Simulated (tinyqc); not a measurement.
Inside a calculation: configuration-coordinate model of carrier capture at a defect. Values are carried at full precision from step to step, so a last printed digit may differ when a step is redone from the rounded ones.

Two parabolas of equal curvature k in one coordinate Q: with the carrier free at the band edge, U_f = k Q^2/2; with the carrier trapped, U_t = k (Q - dQ)^2/2 - ET. ER = k dQ^2/2, Huang-Rhys factor S = ER/hw, hw = 0.0646541 sqrt(k/M) eV for k in eV/angstrom^2 and M in u. The curves cross at a height Eb = (ER - ET)^2/(4 ER) above the free minimum.

Constants: kB = 8.617333262e-05 eV/K.

Inputs chosen for the exercise (of the size met at an oxide trap near a Si / SiO2 interface; the results hold for these values, not for the real material):
- ET = 0.5 eV (thermal depth of the level below the band edge)
- ER = 0.56 eV (relaxation energy)
- hw = 0.051 eV (phonon energy of the mode)
- M = 16 u (mass of the mode)
- T = 250 K (temperature)
- nu = 1e+12 1/s (attempt rate)

## The two parabolas

Form S, k, dQ, the crossing point Qc = (ER - ET)/(k dQ), Eb, and the emission barrier Eb + ET.

S = 10.980
k = 9.9556 eV/angstrom^2
dQ = 0.3354 angstrom
Qc = 0.0180 angstrom

barriers (eV): capture 0.0016, emission 0.5016

ER > ET: the crossing lies between the two minima (large relaxation); at Q = 0 the trapped level lies above the band edge.

## Optical transitions

Vertical ionisation from the trapped minimum costs ET + ER; vertical capture from the free minimum releases ET - ER (none if negative); the band has a standard deviation sqrt(S hw^2 coth(hw/2kT)) with S = ER/hw, and a full width 2.35482 times that.

energies (eV): ionisation peak 1.060, zero-phonon 0.500, emission peak -0.060

coth(hw/2kT) = 1.2069
standard deviation = 0.1857 eV
full width = 0.4372 eV

Vertical capture would need energy: there is no luminescence peak (at most a tail of the broadened line), and a carrier freed by light must cross the barrier Eb to return, here only 0.002 eV. The optical peak exceeds the thermal depth by a factor 2.12.

## The multiphonon factor

Multiphonon factor for giving p = ET/hw phonons to the lattice: W = exp(-S (2 nb + 1)) ((nb + 1)/nb)^(p/2) I_p(x), nb = 1/(exp(hw/kT) - 1), x = 2 S sqrt(nb (nb + 1)), I_p the modified Bessel function. Classical limit: W = hw exp(-Eb/kT)/sqrt(4 pi ER kT). At T = 0: exp(-S) S^p/Gamma(p + 1).

Form p, nb, x and ln W, the classical ln W, and the capture time 1/(nu W).

p, nb, x: [9.8039, 0.1034, 7.4188]

ln W: quantum -2.228, classical -2.107

capture time = 9.28e-12 s

The quantum factor is 0.886 times the classical one at kT/hw = 0.42: the classical form serves within a factor of e.

## Emission by detailed balance

For equal degeneracies and one band-edge state, emission time = capture time x exp(ET/kT).

ET/kT = 23.209
log10 of the emission time in s = -0.95

## Checks

- Ln W for the nearest whole p against the double Poisson sum over emitted and absorbed phonons: both -2.21796.

Program tinyqc; command `OMP_NUM_THREADS=1 python tinyqc.py 1482158 1482159 out.jsonl`; about 0.01 s on one thread of a shared Intel(R) Xeon(R) Processor @ 2.30GHz.
